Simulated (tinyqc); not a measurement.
bcc against fcc: Finnis-Sinclair potential for a bcc metal: fit to cohesion and elasticity, then vacancy, surfaces and structure. Computed by tinyqc, a small Python program. Command: `OMP_NUM_THREADS=1 python tinyqc.py 3113009 3113010 out.jsonl fsfit walk`. One thread of a shared host (Intel(R) Xeon(R) Processor @ 2.30GHz), about 0.01 s of CPU time with the checks.

E = (1/2) sum V(r) - A sqrt(rho), rho = sum phi(r), phi = (r - d)^2 for r < d, V = (r - c)^2 (c0 + c1 r + c2 r^2) for r < c. In bcc the 8 first neighbours lie at sqrt(3) a/2 and the 6 second at a; both cut-offs lie below the third shell; Omega = a^3/2; E is per atom and z the number of atoms in a shell. The four constants A, c0, c1, c2 are fitted to E_c, zero pressure, B and C12 - C44 alone, so C44 and C11 - C12 are not matched singly; defects are unrelaxed.

Inputs (values chosen for the exercise, modelled on vanadium):
```
quantity             value      unit
lattice constant a    3.04  angstrom
cohesive energy E_c   5.35        eV
target C11             228       GPa
target C12             119       GPa
target C44            43.9       GPa
density cut-off d/a  1.233         -
pair cut-off c/a      1.26         -
```

Constants: 1 eV/angstrom^3 = 160.2176634 GPa.

Method:
- rho = sum z phi, rho1 = sum z r phi', rho2 = sum z r^2 phi''. At zero pressure the effective pair part V + 2 F' phi obeys C12 = C44, so C12 - C44 = F'' (rho1/3)^2/Omega with F'' = A/(4 rho^(3/2)); this gives A.
- With v_k = (r - c)^2 r^k the rows are (1/2) sum z v_k, (1/2) sum z r v_k' and (1/2) sum z r^2 v_k''. With rho1 = sum z r phi' and rho2 = sum z r^2 phi'' the right-hand sides are: -E_c + A sqrt(rho) (cohesion); A rho1/(2 sqrt(rho)) (zero pressure); 9 B Omega + A [rho2/(2 sqrt(rho)) - rho1^2/(4 rho^(3/2))] with B = (C11 + 2 C12)/3.
- Solve the three equations.
- E of each lattice against the volume per atom, as a multiple of Omega; all neighbours inside the cut-offs are summed.

c0, c1, c2 (eV/angstrom^2, eV/angstrom^3, eV/angstrom^4): 0.660199  0.247567  -0.140343

A = 2.08653 eV/angstrom

Energies (eV/atom):
```
V/Omega      bcc      fcc  fcc less bcc (meV)
0.80     -5.0185  -4.9164              102.13
0.84     -5.1463  -5.0177              128.65
0.88     -5.2399  -5.0969              143.00
0.92     -5.3030  -5.1594              143.52
0.96     -5.3387  -5.2084              130.24
1.00     -5.3500  -5.2411              108.90
1.05     -5.3338  -5.2573               76.50
1.10     -5.2879  -5.2448               43.17
1.20     -5.1232  -5.1463              -23.08
```

What follows from these numbers?

The lowest fcc row, at V/Omega = 1.05, lies +93 meV from the bcc minimum: the fit keeps bcc stable, though nothing in it asked for that.

Extremes, crossings and ranges named in words are read from the listed rows.
